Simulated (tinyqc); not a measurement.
Series resistance and length offset from two lengths at two overdrives.

Question. In strong inversion R W = Rsd + k(x)(L - dL), k(x) = (1 + th1 x)/(mu0 Cox x), x the overdrive, Cox = eps0 eox/tox, with Rsd and dL independent of x. Find dL, Rsd, mu0 and th1.

Inputs (values chosen for the exercise): relative permittivity of the gate insulator (close to aluminium oxide) eox = 8.77; insulator thickness tox = 5.2 nm.

Constants: eps0 = 8.8541878128e-14 F/cm where lengths are in cm. Results are converted to the units shown.

total resistance times width (ohm um):

|  | L = 0.076 um | L = 0.5 um |
|---|---|---|
| overdrive 0.42 V | 1104.42489 | 5828.15666 |
| overdrive 1.23 V | 695.480965 | 3076.07460 |

Solution. At each overdrive R W is a straight line in L; the two lines cross at L = dL, R W = Rsd. Their slopes give k x = (1 + th1 x)/(mu0 Cox), a straight line in x.

dL = 0.00200 um
Rsd = 280 ohm um
mu0 = 190 cm^2/(V s)
th1 = 0.780 1/V

Computed by the program tinyqc: `OMP_NUM_THREADS=1 python tinyqc.py 2210040 2210041 out.jsonl`, one thread of a shared Intel Xeon 2.30GHz, about 0.01 s for the whole run.
